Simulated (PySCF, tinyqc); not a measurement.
RHF in the sto-3g basis, for BeH+, spin multiplicity 1, step by step. The lowest restricted solution is unstable here: a spin-polarised one lies 0.0687 hartree lower (PySCF). One step of it, computed by the program tinyqc.

Question. Iteration 2: building the Fock matrix. J_ij = sum D_kl (ij|kl), K_ij = sum D_kl (ik|jl); F = H + J - 0.5 K; E = tr D H + tr D J / 2 - 0.25 tr D K + E_nn.

D after iteration 1, lower triangle:
```
,1Be 1s,1Be 2s,1Be 2px,1Be 2py,1Be 2pz,2H 1s
1Be 1s,1.612698
1Be 2s,-0.025835,0.005172
1Be 2px,0.000000,0.000000,1.931084
1Be 2py,0.000000,0.000000,0.364806,0.068916
1Be 2pz,-0.003192,0.007060,0.000000,0.000000,0.010331
2H 1s,0.011809,-0.044952,0.000000,0.000000,-0.065963,0.421219
```

core Hamiltonian H = T + V (hartree), lower triangle:
```
,1Be 1s,1Be 2s,1Be 2px,1Be 2py,1Be 2pz,2H 1s
1Be 1s,-8.081272
1Be 2s,-1.987835,-2.315969
1Be 2px,0.000000,0.000000,-1.837166
1Be 2py,0.000000,0.000000,0.000000,-1.837166
1Be 2pz,-0.005293,-0.056840,0.000000,0.000000,-1.869232
2H 1s,-0.037969,-0.248345,0.000000,0.000000,-0.337640,-1.323181
```

Two-electron integrals (ij|kl) in chemists' order, unique and non-zero (hartree):
```
i,j,k,l,(ij|kl)
1,1,1,1,2.298831
2,1,1,1,0.392036
2,1,2,1,0.079539
2,2,1,1,0.570988
2,2,2,1,0.143041
2,2,2,2,0.417683
3,1,3,1,0.014607
3,2,3,1,0.021888
3,2,3,2,0.092265
3,3,1,1,0.569578
3,3,2,1,0.143083
3,3,2,2,0.417589
3,3,3,3,0.449859
4,1,4,1,0.014607
4,2,4,1,0.021888
4,2,4,2,0.092265
4,3,4,3,0.024249
4,4,1,1,0.569578
4,4,2,1,0.143083
4,4,2,2,0.417589
4,4,3,3,0.401360
4,4,4,4,0.449859
5,1,5,1,0.014607
5,2,5,1,0.021888
5,2,5,2,0.092265
5,3,5,3,0.024249
5,4,5,4,0.024249
5,5,1,1,0.569578
5,5,2,1,0.143083
5,5,2,2,0.417589
5,5,3,3,0.401360
5,5,4,4,0.401360
5,5,5,5,0.449859
6,1,1,1,0.007019
6,1,2,1,0.001437
6,1,2,2,0.002651
6,1,3,3,0.002629
6,1,4,4,0.002629
6,1,5,1,0.000161
6,1,5,2,0.000307
6,1,5,5,0.002698
6,1,6,1,0.000028
6,2,1,1,0.041564
6,2,2,1,0.010695
6,2,2,2,0.037567
6,2,3,3,0.035957
6,2,4,4,0.035957
6,2,5,1,0.001306
6,2,5,2,0.010179
6,2,5,5,0.040740
6,2,6,1,0.000222
6,2,6,2,0.007536
6,3,3,1,0.000581
6,3,3,2,0.003412
6,3,5,3,0.001422
6,3,6,3,0.000403
6,4,4,1,0.000581
6,4,4,2,0.003412
6,4,5,4,0.001422
6,4,6,4,0.000403
6,5,1,1,0.056196
6,5,2,1,0.014532
6,5,2,2,0.052346
6,5,3,3,0.049642
6,5,4,4,0.049642
6,5,5,1,0.001992
6,5,5,2,0.015521
6,5,5,5,0.057687
6,5,6,1,0.000306
6,5,6,2,0.011382
6,5,6,5,0.017306
6,6,1,1,0.214147
6,6,2,1,0.055572
6,6,2,2,0.213050
6,6,3,3,0.202919
6,6,4,4,0.202919
6,6,5,1,0.005288
6,6,5,2,0.055588
6,6,5,5,0.233007
6,6,6,1,0.001132
6,6,6,2,0.062731
6,6,6,5,0.098290
6,6,6,6,0.774606
```

nuclear repulsion = 0.85662033 hartree

Give: Coulomb J; exchange K; Fock matrix F; total energy of this density.

Answer.

Coulomb J (hartree), lower triangle:
```
,1Be 1s,1Be 2s,1Be 2px,1Be 2py,1Be 2pz,2H 1s
1Be 1s,4.914
1Be 2s,0.937,1.835
1Be 2px,0.000,0.000,1.890
1Be 2py,0.000,0.000,0.018,1.799
1Be 2pz,0.002,0.022,0.000,0.000,1.808
2H 1s,0.017,0.163,0.000,0.000,0.228,1.060
```

exchange K (hartree), lower triangle:
```
,1Be 1s,1Be 2s,1Be 2px,1Be 2py,1Be 2pz,2H 1s
1Be 1s,3.717
1Be 2s,0.660,0.307
1Be 2px,0.000,0.000,0.893
1Be 2py,0.000,0.000,0.155,0.101
1Be 2pz,-0.001,0.002,0.000,0.000,0.074
2H 1s,0.012,0.022,0.000,0.000,0.026,0.309
```

Fock matrix F (hartree), lower triangle:
```
,1Be 1s,1Be 2s,1Be 2px,1Be 2py,1Be 2pz,2H 1s
1Be 1s,-5.025
1Be 2s,-1.381,-0.635
1Be 2px,0.000,0.000,-0.394
1Be 2py,0.000,0.000,-0.060,-0.088
1Be 2pz,-0.003,-0.036,0.000,0.000,-0.099
2H 1s,-0.027,-0.096,0.000,0.000,-0.122,-0.417
```

total energy of this density = -12.20754 hartree

This density is a damped mixture and is not idempotent.
